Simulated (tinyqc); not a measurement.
Inversion layer as a triangular well, valleys of the Si type, step by step. Values are carried at full precision from step to step, so a last printed digit may differ when a step is redone from the rounded ones.

Six ellipsoidal valleys with their long axes along the cube axes, mass ml along the axis and mt across it. For a valley whose axis makes the angle theta with the surface normal, 1/m_z = cos^2(theta)/ml + sin^2(theta)/mt sets the confinement; in the plane the masses are m_1 = mt and m_2 = ml mt/m_z, and m_d = sqrt(m_1 m_2).

Constants: e^2/(4 pi eps0) = 14.39964547 eV angstrom; hbar^2/2m0 = 3.80998211 eV angstrom^2; kB = 8.617333262e-05 eV/K.

Inputs chosen for the exercise (near those of Si; the results hold for these values, not for the real material):
```
symbol  value  unit         meaning
ml      0.908  m0           longitudinal mass
mt      0.192  m0           transverse mass
face    100                 surface
eps     11.5                dielectric constant
Ns      4.7    x 1e12/cm^2  electron sheet density
Nd      0.13   x 1e12/cm^2  depletion charge
eta     0.5                 share of Ns in the effective field
T       150    K            temperature
tox     21     angstrom     SiO2-equivalent oxide thickness
```

## Valley masses on the (100) face

Group the valleys by their angle to the normal, heaviest m_z first.

Valleys (masses in m0):
```
valleys g  cos^2(theta)     m_z     m_1     m_2     m_d
2                1.0000  0.9080  0.1920  0.1920  0.1920
4                0.0000  0.1920  0.1920  0.9080  0.4175
```

The 2 valleys with the heaviest m_z will give the lowest ladder of subbands.

## Effective field

The field is taken as constant, e F = 4 pi (e^2/4 pi eps0)(Nd + eta Ns)/eps, with 1e12/cm^2 = 1e-4/angstrom^2, and the oxide as a hard wall at z = 0; c = hbar^2/2m0.

Find e F, and F in MV/cm (1 MV/cm = 0.01 V/angstrom).

e F = 0.00390225 eV/angstrom
F = 0.3902 MV/cm

## Subband ladders

Level j of a valley lies at E_j = a_j (c (e F)^2/m_z)^(1/3) above the band edge at the surface, with the Airy zeros a_j = 2.338107, 4.087949, 5.520560, 6.786708, 7.944134, 9.022651, 10.040174, 11.008524, 11.936016, 12.828777, and has <z> = 2 E_j/(3 e F).

The ten lowest levels of all groups of valleys together, j = 0, 1, ..., c = hbar^2/2m0; primes mark the groups with lighter m_z.

Subbands:
```
label  valleys g  m_d (m0)  E (eV)  <z> (angstrom)
0              2    0.1920  0.0935           15.97
0'             4    0.4175  0.1569           26.80
1              2    0.1920  0.1634           27.92
2              2    0.1920  0.2207           37.71
3              2    0.1920  0.2713           46.35
1'             4    0.4175  0.2743           46.87
4              2    0.1920  0.3176           54.26
5              2    0.1920  0.3607           61.62
2'             4    0.4175  0.3705           63.29
6              2    0.1920  0.4014           68.57
```

The second subband is 0', 63.4 meV above the first.

## Fermi level and populations

Subband i holds n_i = g m_d/(2 pi c) kB T ln(1 + exp((EF - E_i)/kB T)) (spin included), and EF is fixed by sum n_i = Ns over the levels listed or, where none are listed, over j = 0 to 9 of each group; 1e12/cm^2 = 1e-4/angstrom^2.

Solve for EF; c = hbar^2/2m0. The mean distance is sum n_i <z>_i/Ns.

EF = 0.1179 eV

Populations:
```
label  (EF - E)/kB T  n (1e12/cm^2)  share (%)
0               1.89          4.208       89.5
0'             -3.02          0.431        9.2
1              -3.52          0.060        1.3
2              -7.95          0.001        0.0
3             -11.87          0.000        0.0
1'            -12.10          0.000        0.0
4             -15.45          0.000        0.0
5             -18.79          0.000        0.0
2'            -19.54          0.000        0.0
6             -21.93          0.000        0.0
```

mean distance from the surface = 17.12 angstrom

The lowest subband holds 89.5 % of the electrons and is partly degenerate (EF within a few kB T of its edge).

## Effect on the gate capacitance

The charge sits at the mean distance <z> from the surface, which adds (3.9/eps) <z> to the oxide thickness; C/Cox = tox/(tox + 3.9 <z>/eps). The density-of-states term is left out.

added thickness = 5.81 angstrom
C/Cox = 0.783

## Checks

- Lowest level by finite differences against the Airy formula, eV: both 0.0935.

Program tinyqc; command `OMP_NUM_THREADS=1 python tinyqc.py 1250105 1250106 out.jsonl`; about 0.03 s on one thread of a shared Intel(R) Xeon(R) Processor @ 2.30GHz.
